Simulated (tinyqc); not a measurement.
A spin-degenerate level with charging energy between two leads, rate equations: one step of the calculation.

States 0, up, down and 2 with energies 0, e1 - Ez/2, e1 + Ez/2 and 2 e1 + U. mu_L = +V/2, mu_R = -V/2 (meV), f(x) = 1/(1 + exp(x/kB T)). A transition that adds one electron of given spin at the energy E has the rate G f(E - mu) from each lead, and its reverse G [1 - f(E - mu)]. I counts electrons leaving the left lead, times q.

Task. Rate matrix. dp/dt = W p; W_ji is the rate from state i to j, and each column sums to zero.

Parameters, values chosen for the exercise: tunnel rate to the left lead GL = 3.3 1/ns; tunnel rate to the right lead GR = 3.3 1/ns.

```
transition          fL          fR
0-up        0.99999999  0.99977433
0-down      0.99999916  0.98661966
up-2        0.00009949  0.00000001
down-2      0.00594265  0.00000037
```

Give: W.

Result.

W (1/ns):
```
           0    up   down       2
0     -13.16  0.00   0.04    0.00
up      6.60  0.00   0.00    6.60
down    6.56  0.00  -0.06    6.58
2       0.00  0.00   0.02  -13.18
```

Range of the model: Rate equations need hbar G well below kB T; cotunnelling and the Kondo effect are left out.

tinyqc, about 0.01 s, one thread, Intel Xeon 2.30GHz (shared host): `OMP_NUM_THREADS=1 python tinyqc.py 2780120 2780121 out.jsonl`
